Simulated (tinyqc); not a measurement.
MOSFET in saturation, small-signal circuit and noise: two steps of the calculation.

Bias by the inversion coefficient IC = I/Ispec (charge-based model with velocity saturation; weak inversion below 0.1, strong above 10). Common-source circuit: gm, gds, Cgs, Cgd and Cj at the inner nodes, Rg in series with the gate; quasi-static, no source or drain resistance, no gate-body capacitance, no substrate network, no induced gate noise, so fmax is an upper estimate.

Parameters, values chosen for the exercise: temperature T = 325 K; gate length L = 90 nm; total gate width W = 20 um; gate capacitance Cox = 2.1 uF/cm^2; mobility mu = 230 cm^2/(V s); slope factor n = 1.41; velocity-saturation length Ls = 15 nm; ratio gds/gm sg = 0.034; inversion coefficient IC = 4.2; short-channel excess of the noise factor gw = 0.05; oxide trap density Nt = 1.6e17 cm^-3 eV^-1; tunnelling length into the oxide lt = 0.1 nm; Coulomb scattering coefficient ac = 0 V s/C.

Constants: q = 1.602176634e-19 C, kB = 1.380649e-23 J/K, Vt = kB T/q. Results are converted to the units shown.

Problem 1. Current, transconductance and gain. Ispec = 2 n mu Cox (W/L) Vt^2, lc = Ls/L, gms = [sqrt((lc IC + 1)^2 + 4 IC) - 1]/[2 + lc (lc IC + 1)], gm = gms Ispec/(n Vt), gds = sg gm.

Find: Ispec; I; gms; gm; gds; gm/I.

Solution 1.

Ispec = 237.4 uA
I = 997.1 uA
gms = 1.505
gm = 9.051 mS
gds = 0.3077 mS
gm/I = 9.077 1/V

Problem 2. Noise at the gate. Channel noise Sid = 4 kB T gam n gm with gam = (1/2 + (2/3) qs)/(1 + qs) + gw lc IC, qs = [sqrt(1 + 4 IC) - 1]/2, lc = Ls/L (the last term an empirical rise with velocity saturation); at the gate, white noise Sw = Sid/gm^2 + 4 kB T Rg. Number fluctuation with correlated mobility: S(f) = K/f, K = q^2 Vt lt Nt/(W L Cox^2) (1 + ac mu Cox I/gm)^2, Vt in eV with Nt per eV. Corner fc = K/Sw. Full shot noise would be 2 q I.

I = 997.11561 uA
gm = 9.0505346 mS
Rg = 16.851852 ohm

Wanted: gam; Sid; Sid/(2 q I); sqrt(Sw); K; fc.

Solution 2.

gam = 0.63780
Sid = 1.4608e-22 A^2/Hz
Sid/(2 q I) = 0.45721
sqrt(Sw) = 1.4443 nV/Hz^0.5
K = 1.4491e-11 V^2
fc = 6.9470 MHz

The gate resistance gives 15 % of the white noise power.

tinyqc, about 0.01 s, one thread, Intel Xeon 2.30GHz (shared host): `OMP_NUM_THREADS=1 python tinyqc.py 2150043 2150044 out.jsonl`
